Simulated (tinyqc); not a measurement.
Layer against dose: implant damage, amorphisation by cascade overlap, and solid-phase epitaxial regrowth. Computed by tinyqc, a small Python program. Command: `OMP_NUM_THREADS=1 python tinyqc.py 3112319 3112320 out.jsonl sper walk`. One thread of a shared host (Intel(R) Xeon(R) Processor @ 2.30GHz), about 0.01 s of CPU time with the checks.

Range and width of the damage are inputs. Dynamic annealing enters only through the surviving share f.

Inputs (values chosen for the exercise, modelled on germanium ions in germanium):
```
quantity                           value    unit
atomic density N                    44.2  1/nm^3
ion Z1                                32       -
ion mass M1                         72.6       u
target Z2                             32       -
target mass M2                     72.63       u
ion energy E                          60     keV
displacement energy E_d               16      eV
depth of the damage peak R_d          26      nm
width of the damage profile s_d       14      nm
share of defects that survive f     0.59       -
critical displaced share x_c        0.15       -
dose Q                           4.2e+14  1/cm^2
```

Constants: a_0 = 0.529177210903 angstrom; e^2/(4 pi eps_0) = 14.39964548 eV angstrom.

Method. Robinson partition: eps = E a M2/(Z1 Z2 (e^2/(4 pi eps_0)) (M1 + M2)), a = 0.8853 a_0/sqrt(Z1^(2/3) + Z2^(2/3)); k = 0.0793 Z1^(2/3) Z2^(1/2) (M1 + M2)^(3/2)/((Z1^(2/3) + Z2^(2/3))^(3/4) M1^(3/2) M2^(1/2)); damage energy T_d = E/(1 + k (eps + 0.40244 eps^(3/4) + 3.4008 eps^(1/6))); displacements nu = 0.8 T_d/(2 E_d). Displaced share x(z) = f nu Q exp(-(z - R_d)^2/(2 s_d^2))/(sqrt(2 pi) s_d N); the layer is amorphous where x > x_c, between R_d -/+ s_d sqrt(2 ln(x_max/x_c)), the upper edge being cut at the surface. Threshold dose Q_c = Q x_c/x_max.

threshold dose Q_c = 3.85887e+13 1/cm^2

displacements per ion nu = 1021.93

Dose series; the last column is f nu Q erfc((z2 - R_d)/(sqrt2 s_d))/2:
```
Q (1/cm^2)   x_max  upper edge (nm)  lower edge (nm)  displaced atoms beyond z2 (1/cm^2)
4.24e+13    0.1648           19.924           32.076                          8.4909e+15
5.79e+13    0.2251           13.388           38.612                          6.4177e+15
9.65e+13    0.3751            7.045           44.955                          5.1130e+15
1.54e+14    0.5986            2.708           49.292                          4.4647e+15
2.70e+14    1.0495            0.000           53.616                          3.9516e+15
4.63e+14    1.7998            0.000           57.209                          3.6008e+15
9.65e+14    3.7511            0.000           61.523                          3.2490e+15
1.93e+15    7.5022            0.000           65.162                          2.9987e+15
```

What does the comparison show, and why?

A dose 46 times larger moves the lower edge from 32.1 to 65.2 nm, as the root of a logarithm, and the damage beyond it falls by a factor 2.8, since the edge lies on an ever steeper tail. The layer reaches the surface at Q_c exp(R_d^2/(2 s_d^2)) = 2.16e14 per cm^2.
